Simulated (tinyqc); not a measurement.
Donor level screened by free carriers (Yukawa potential): one step. One-parameter trial function. Two cases, with inputs chosen for the exercise.

Problem. For exp(-z r): E(z) = z^2 - 8 z^3/(2z + x)^2 in Ry*. Scan z = 0.5, 0.6, ..., 1.1, then minimise; first order gives -1 + 2x.

Potential -(q/(eps r)) exp(-ks r), q = e^2/(4 pi eps0). In units Ry* = Ry m/eps^2 and a* = a0 eps/m the problem is [-Laplacian - 2 exp(-x r)/r] psi = E psi with x = ks a*.

Case 1.

x = 0.211784
Ry* = 7.06258 meV

Case 2.

x = 0.132954
Ry* = 8.87065 meV

Give: Scan (Ry*); best z; E; binding.

Solution.

Case 1.

Scan (Ry*):
```
z,kinetic,potential,E
0.5,0.2500,-0.6810,-0.4310
0.6,0.3600,-0.8670,-0.5070
0.7,0.4900,-1.0563,-0.5663
0.8,0.6400,-1.2478,-0.6078
0.9,0.8100,-1.4410,-0.6310
1.0,1.0000,-1.6353,-0.6353
1.1,1.2100,-1.8306,-0.6206
```

best z = 0.973
E = -0.6360 Ry*
binding = 4.49 meV

First order in x would give -0.576 Ry*, a rigid shift by q ks/eps; it overstates the loss of binding by 0.060 Ry*.

Case 2.

Scan (Ry*):
```
z,kinetic,potential,E
0.5,0.2500,-0.7791,-0.5291
0.6,0.3600,-0.9726,-0.6126
0.7,0.4900,-1.1677,-0.6777
0.8,0.6400,-1.3639,-0.7239
0.9,0.8100,-1.5609,-0.7509
1.0,1.0000,-1.7584,-0.7584
1.1,1.2100,-1.9564,-0.7464
```

best z = 0.989
E = -0.7586 Ry*
binding = 6.73 meV

First order in x would give -0.734 Ry*, a rigid shift by q ks/eps; it overstates the loss of binding by 0.024 Ry*.

Computed by tinyqc, one run a case: `OMP_NUM_THREADS=1 python tinyqc.py N N+1 out.jsonl` with N = 1281206, 1281221; one thread of a shared Intel(R) Xeon(R) Processor @ 2.30GHz, about 0.01 s a run at most.
